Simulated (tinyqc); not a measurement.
Inside a calculation. Model: elastic strain and critical thickness of a cubic alloy layer A(1-x)B(x) on a thick substrate. Computed by tinyqc, a small Python program that keeps every step. Command: `OMP_NUM_THREADS=1 python tinyqc.py 3021380 3021381 out.jsonl misfit walk`. One thread of a shared host (Intel(R) Xeon(R) Processor @ 2.30GHz), about 0.01 s of CPU time with the checks. Intermediate numbers are printed to about 6 digits and carried at full precision; extremes and crossings named in words are read from the listed rows.

Strain is positive in tension. The layer is coherent with the substrate unless said otherwise.

Inputs (values chosen for the exercise, for a model alloy): fraction x of B = 0.28; lattice constant a_A = 5.653 angstrom; lattice constant a_B = 6.058 angstrom; substrate lattice constant a_S = 5.661 angstrom; layer thickness h = 120 nm; biaxial modulus of the substrate M_S = 133 GPa; substrate thickness t_S = 775 micrometre; wafer diameter W = 100 mm; X-ray wavelength = 1.540593 angstrom; start of the iteration h0/b = 1000.

Growth plane: (001). Layer: uncapped. Misfit dislocation: edge.

C11, C12, C44 of A (GPa): [131.2, 56.61, 52.28]

C11, C12, C44 of B (GPa): [78.11, 40.49, 42.05]

## Alloy by Vegard's rule, and misfit

a = (1 - x) a_A + x a_B, the same rule for each C_ij; misfit f = (a_S - a)/a, the in-plane strain of the coherent layer.

free lattice constant a = 5.7664 angstrom

elastic constants (GPa): C11 116.3348, C12 52.0964, C44 49.4156

misfit f = -0.0182783

The layer is compressed in the plane by 1.83 %.

## Biaxial strain, stress and energy

(001): D = 2 C12/C11, M = C11 + C12 - 2 C12^2/C11. The free surface carries no normal stress, so e_perp = -D f; dV/V = 2 f + e_perp; stress = M f; energy per area = M f^2 h (1 GPa nm = 1 J/m^2).

ratio D = 0.895629

normal strain e_perp = 0.0163706

volume strain dV/V = -0.0201860

biaxial modulus M = 121.772 GPa

in-plane stress = -2.22579 GPa

strain energy per area = 4.88204 J/m^2

## Symmetric X-ray reflection

Reflection 004: d = a_perp/sqrt(16), with a_perp = a (1 + e_perp) for the coherent layer, a for the relaxed layer and a_S for the substrate; sin(theta) = lambda/(2 d).

Bragg angles:
```
crystal         a_perp (angstrom)  theta (degrees)  from substrate (arcsec)
substrate                 5.66100          32.9757                     0.00
coherent layer            5.86080          31.7173                 -4530.30
relaxed layer             5.76640          32.2988                 -2436.82
```

peak separation of the coherent layer = -4530.30 arcsec

The coherent layer lies 1.86 times as far from the substrate peak as a relaxed one, about 1 + D = 1.90: reading its peak as relaxed would overstate the mismatch by that factor.

## Isotropic constants and the prefactor A

Voigt averages: G = (C11 - C12 + 3 C44)/5, B = (C11 + 2 C12)/3, nu = (3 B - 2 G)/(2 (3 B + G)); b = a/sqrt(2). Edge dislocation with b in the interface: cos alpha = 0, cos lambda = 1. Matthews-Blakeslee: h_c = A [ln(h_c/b) + 1], A = b (1 - nu cos^2 alpha)/(8 pi |f| (1 + nu) cos lambda), the factor 8 pi being that of an uncapped layer.

shear modulus G = 42.49704 GPa

Poisson ratio nu = 0.257644

Burgers vector b = 0.407746 nm

prefactor A = 0.705759 nm

## Critical thickness by fixed-point iteration

Start at h0, put the right side back in, and stop when the change is below 1e-9 h or h turns negative.

Iteration:
```
step  h in (nm)  h out (nm)   change (nm)
1       407.746     5.58097  -4.02165e+02
2         5.581     2.55236  -3.02861e+00
3         2.552     2.00021  -5.52147e-01
4         2.000     1.82817  -1.72039e-01
5         1.828     1.76470  -6.34733e-02
6         1.765     1.73976  -2.49391e-02
7         1.740     1.72971  -1.00451e-02
...         ...         ...           ...
19        1.723     1.72280  -2.21786e-07
20        1.723     1.72280  -9.08565e-08
21        1.723     1.72280  -3.72201e-08
22        1.723     1.72280  -1.52475e-08
23        1.723     1.72280  -6.24625e-09
24        1.723     1.72280  -2.55883e-09
25        1.723     1.72280  -1.04824e-09
```

critical thickness h_c (Matthews-Blakeslee) = 1.72280 nm

Converged; near the root each step shrinks the error by A/h_c = 0.410. h_c is 4.2 Burgers vectors. Caution: an edge dislocation with b in the interface cannot reach it by glide, so the force balance is formal for it. Caution: a critical thickness of a few Burgers vectors is outside continuum elasticity and hangs on the core term.

## Equilibrium strain at the thickness h

For h > h_c the same force balance gives the strain left, |e| = |f| A [ln(h/b) + 1]/h, and below h_c e = f; relaxation = 1 - e/f; dislocations per length across each line direction = (|f| - |e|)/(b cos lambda).

strain left e = -7.18599e-04

relaxation = 96.0686 %

dislocation line density = 43.0653 1/micrometre

h is 69.65 h_c: in equilibrium dislocations lie 23.2 nm apart; slow nucleation and glide can keep a real layer more strained.

## Wafer curvature of the coherent layer

Stoney: curvature = 6 |stress| h/(M_S t_S^2); radius = 1/curvature; bow = curvature W^2/8.

curvature = 0.0200614 1/m

radius of curvature = 49.8470 m

bow = 25.0768 micrometre

Caution: the curvature assumes a coherent layer, but h exceeds h_c.

## Force balance against energy balance

People-Bean: h_c = P ln(h_c/b), P = (1 - nu)/(1 + nu) b^2/(16 pi sqrt(2) a f^2). The misfit is scaled by 0.25, 0.4, 0.6, 1, 1.5, 2.2 at fixed a, b and nu; the upper root is taken, and rows with A < 1.3 b or P < 3 b, where the roots shrink to the core size or vanish, are left out.

Critical thickness:
```
|f| (%)  Matthews-Blakeslee (nm)  People-Bean (nm)    ratio
0.45696                  12.4817           880.241  70.5225
0.73113                   6.7045           294.861  43.9794
1.09670                   3.8026           111.733  29.3831
1.82783                   1.7228            31.047  18.0214
```

The exponents d ln h_c/d ln f are -1.32 and -2.33 between the first rows, steeper than the -1 and -2 of the prefactors because of the logarithm. The ratio falls from 70.5 to 18.0 as the misfit grows. Where People-Bean lies above, a layer between the lines is metastable: dislocations would lower the energy but have to be nucleated.

Checks made by the program: D and M against the full stiffness tensor (relative difference below 1e-10); h_c against the Lambert function, -A W_(-1)(-b/(A e)) (relative difference 4e-10).
